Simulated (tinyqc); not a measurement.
# Precursor delivery by bubblers, mass-transport growth and the solid composition of a III-V alloy, step by step

A worked calculation. Computed by tinyqc, a small Python program that keeps every step. Command: `OMP_NUM_THREADS=1 python tinyqc.py 3019748 3019749 out.jsonl movpe_thermo walk`. One thread of a shared host (Intel(R) Xeon(R) Processor @ 2.30GHz), about 0.01 s of CPU time with the checks. Intermediate numbers are printed to about 6 digits and carried at full precision; extremes and crossings named in words are read from the listed rows.

1 sccm = 44.615 micromol/min; 1 torr = 133.322 Pa. The sources decompose fully at the surface.

Inputs (values chosen for the exercise, modelled on trimethylgallium (source 1) and trimethylindium (source 2) for the vapour pressures):
```
quantity                                                                                                  value        unit
bath temperature T1                                                                                         269           K
bath temperature T2                                                                                         296           K
bubbler pressure p_b                                                                                        400        torr
carrier flow F1                                                                                             6.7        sccm
carrier flow F2                                                                                             130        sccm
total flow F_t                                                                                               16         slm
group-V flow F_V                                                                                             33        sccm
reactor pressure p                                                                                          200        torr
growth temperature T                                                                                        900           K
diffusivity at 273 K and 760 torr                                                                          0.45      cm^2/s
flow cross-section A                                                                                         77        cm^2
distance from the leading edge z                                                                            5.1          cm
lattice constant a                                                                                         5.93    angstrom
interaction L0 of the solid                                                                                16.6      kJ/mol
log10 of p_B,eq over pure BC at 1000 K and 1 torr of group V (exaggerated: liquid indium has about -4.1)   -3.2  log10 torr
enthalpy of that equilibrium H                                                                              399      kJ/mol
```

Alloy: mixing on the group-III sites, with desorption of B.

constants a, b of source 1 (log10 torr, K): 8.094  1703

constants a, b of source 2 (log10 torr, K): 10.51  3014

Constants: k_B = 1.380649e-23 J/K; R = 8.314462618 J/(mol K).

## Bubblers

log10 p_v = a - b/T_bath; molar flow = F x 44.615 x p_v/(p_b - p_v) for a saturated bubbler.

vapour pressure 1 = 57.9622 torr

molar flow 1 = 50.6555 micromol/min

vapour pressure 2 = 2.12602 torr

molar flow 2 = 30.9918 micromol/min

One kelvin of bath error changes flow 1 by 6.3 % and flow 2 by 8.0 %.

## Partial pressures in the reactor

p_i = p n_i/(44615 F_t), F_t in slm; p_V = p F_V/(1000 F_t), counted per molecule supplied; V/III = 44.615 F_V/(n1 + n2); vapour fraction of source 2 = n2/(n1 + n2).

p_1 = 0.0141924 torr

p_2 = 0.00868311 torr

p_V = 0.4125 torr

V/III ratio = 18.0324

vapour fraction of source 2 = 0.379581

## Mass transport

Mean velocity u = (F_t/A)(760/p)(T/273); D = D0 (T/273)^1.75 (760/p); boundary layer delta = sqrt(pi D z/u); flux = D dp/(delta k_B T); growth rate = flux x a^3/4.

velocity u = 43.3852 cm/s

D = 13.7923 cm^2/s

boundary layer delta = 2.25687 cm

growth rate per torr of group III = 123.058 micrometre/(h torr)

Caution: the boundary layer is a quarter or more of the root of the cross-section, so it fills much of the channel and depletion along the flow matters.

## Solid composition

A sticks fully. B desorbs: its surface pressure is p_B* = x gamma_B K/sqrt(p_V), ln gamma_B = L0 (1 - x)^2/(R T), K = 10^(log10 K at 1000 K) exp[-(H/R)(1/T - 1/1000)], p_V in torr. With equal diffusivities x = (p_2 - p_B*)/(p_1 + p_2 - p_B*). Growth rate = rate per torr x p_1/(1 - x).

K/sqrt(p_V) = 4.74895e-06 torr

solid fraction x = 0.379466

share of B incorporated, 1 - p_B*/p_2 = 0.999512

growth rate = 2.81450 micrometre/h

Desorption is negligible: the solid copies the vapour. Caution: x lies inside the spinodal of the bulk alloy, 2 L0 x (1 - x) > R T; only kinetics or coherency strain keep such a layer uniform.

## Incorporation against temperature

A sticks fully. B desorbs: its surface pressure is p_B* = x gamma_B K/sqrt(p_V), ln gamma_B = L0 (1 - x)^2/(R T), K = 10^(log10 K at 1000 K) exp[-(H/R)(1/T - 1/1000)], p_V in torr. With equal diffusivities x = (p_2 - p_B*)/(p_1 + p_2 - p_B*).

At fixed flows:
```
T (K)  K/sqrt(p_V) (torr)         x  share of B incorporated, 1 - p_B*/p_2
930           2.65213e-05  0.378957                               0.997351
965           1.72341e-04  0.375623                               0.983299
997           8.50308e-04  0.360135                               0.919936
1021          2.63604e-03  0.317492                               0.760337
1048          8.84805e-03  0.175285                               0.347392
1073          2.57152e-02  0.058281                               0.101156
1103          8.67912e-02  0.016907                               0.028109
1145          4.28123e-01  0.003570                               0.005856
```

x equals the vapour fraction 0.380 while gamma_B K/sqrt(p_V) is small against p_1 + p_2 = 0.023 torr and falls once it is not. Between the last rows the apparent energy R d ln x/d(1/T) is 389 kJ/mol, against H = 399. Caution: rows with 2 L0 x (1 - x) > R T lie inside the spinodal of the bulk alloy.

Checks made by the program: the sensitivity to the bath against a difference (relative difference below 1e-10).
